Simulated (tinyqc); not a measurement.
Worked calculation: plasmons of a degenerate electron gas in the random-phase approximation. Values are carried at full precision from step to step, so a last printed digit may differ when a step is redone from the rounded ones.

Zero temperature, parabolic band: kF = (3 pi^2 n)^(1/3), EF = c kF^2/m, Ep^2 = 8 pi c e2 n/(m eb), qTF^2 = 6 pi e2 n/(eb EF), c = hbar^2/2m0, e2 = e^2/(4 pi eps0), n in 1/angstrom^3 (1e-24 per 1/cm^3).

Constants: hbar^2/2m0 = 3.80998211 eV angstrom^2; e^2/(4 pi eps0) = 14.39964547 eV angstrom; a0 (Bohr radius) = 0.5291772105 angstrom.

Inputs chosen for the exercise (a free-electron density near that of Al; shifted at random, so the results belong to these values and not to a real crystal): n = 1.8e+23 1/cm^3 (electron density); m = 1 m0 (mass); eb = 1 (background dielectric constant); q = 2.43 1/angstrom (wave vector); E = 13.5 eV (energy transfer); qp = 0.291 1/angstrom (wave vector of the plasmon).

## Scales of the gas

Also rs = (3/(4 pi n))^(1/3) m/(a0 eb).

kF = 1.7468 1/angstrom
EF = 11.625 eV
Ep = 15.754 eV
qTF = 2.0501 1/angstrom
hbar vF = 13.310 eV angstrom
rs = 2.076

Ep/EF = 1.355. With rs above 1 exchange and correlation, left out here, lower the dispersion noticeably.

## The dielectric function at one point

Lindhard function: eps(q, E)/eb = 1 + (qTF/q)^2 (f1 + i f2) with z = q/(2 kF), u = E/(hbar vF q), hbar vF = 2 c kF/m; f1 = 1/2 + [h(z - u) + h(z + u)]/(8 z), h(x) = (1 - x^2) ln|(x + 1)/(x - 1)|; f2 = pi u/2 for z + u < 1, (pi/(8 z))(1 - (z - u)^2) for |z - u| < 1 < z + u, else 0. Pairs exist for c (q^2 - 2 q kF)/m < E < c (q^2 + 2 q kF)/m.

Give also the loss function Im(-eb/eps).

z, u: 0.6956  0.4174

f1, f2: 0.4691  0.5209

eps/eb = 1.334+0.371i
loss function = 0.193

The point lies inside the pair continuum, so eps has an imaginary part.

## The plasmon at one wave vector

Solve f1 (qTF/q)^2 = -1 above the continuum, and compare with E^2 = Ep^2 + (3/5)(hbar vF q)^2 + (c q^2/m)^2.

top of the continuum = 4.196 eV
plasmon energy = 16.04 eV
short formula = 16.04 eV

The plasmon lies 11.85 eV above the continuum and 1.8 % above Ep; the short formula errs by -0.01 %.

## Where Landau damping starts

Find qc at which the plasmon meets the top of the continuum, eps(qc, c (qc^2 + 2 qc kF)/m) = 0, and compare with Ep/(hbar vF).

qc = 1.292 1/angstrom
qc/kF = 0.739
energy there = 23.55 eV
Ep/(hbar vF) = 1.184 1/angstrom

The simple estimate is 0.916 times qc.

## Checks

- F-sum of the loss function at q = 1.3 qc over (pi/2) Ep^2 against 1: both 1.00.
- f1 at E = 0 and z = 0.6 against the static Lindhard function: both 0.86968.

tinyqc: `OMP_NUM_THREADS=1 python tinyqc.py 1681052 1681053 out.jsonl`; about 0.01 s, one thread, shared Intel(R) Xeon(R) Processor @ 2.30GHz.
